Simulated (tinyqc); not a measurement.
Deep level as a short-range spherical well: one step. Peak of the photo-ionisation cross-section. Three cases, with inputs chosen for the exercise.

Question. The maximum lies at x = 2. Give the photon energy, its wavelength and sigma there.

Lucovsky model (delta well, plane-wave final states, no local-field factor): sigma = (32 pi alpha c/(3 n_r m Et)) (x - 1)^(3/2)/x^3, x = h nu/Et, c = hbar^2/2m0; 1 angstrom^2 = 1e-16 cm^2.

Constants: hbar^2/2m0 = 3.80998211 eV angstrom^2; fine-structure constant alpha = 0.007297352564; hc = 1239.841984 eV nm.

Give: h nu; wavelength; sigma.

Case 1.

Values chosen (out of a larger set: near those of 4H SiC; not measured data): m = 0.409 m0 (mass); n_r = 2.54 (refractive index).

Et = 0.099640 eV

Answer.

h nu = 0.199 eV
wavelength = 6222 nm
sigma = 113 x 1e-18 cm^2

With 81 % of the state outside the well the delta-well form is a fair model.

Case 2.

Values chosen (out of a larger set: near those of 4H SiC; not measured data): m = 0.392 m0 (mass); n_r = 2.53 (refractive index).

Et = 0.532047 eV

Answer.

h nu = 1.064 eV
wavelength = 1165 nm
sigma = 22.1 x 1e-18 cm^2

With 57 % of the state outside the well the delta-well form is only a rough model of this centre.

Case 3.

Values chosen (out of a larger set: near those of GaN; not measured data): m = 0.194 m0 (mass); n_r = 2.34 (refractive index).

Et = 0.189099 eV

Answer.

h nu = 0.378 eV
wavelength = 3278 nm
sigma = 136 x 1e-18 cm^2

With 79 % of the state outside the well the delta-well form is a fair model.

Computed by tinyqc, one run a case: `OMP_NUM_THREADS=1 python tinyqc.py N N+1 out.jsonl` with N = 1280833, 1280920, 1281037; one thread of a shared Intel(R) Xeon(R) Processor @ 2.30GHz, about 0.01 s a run at most.
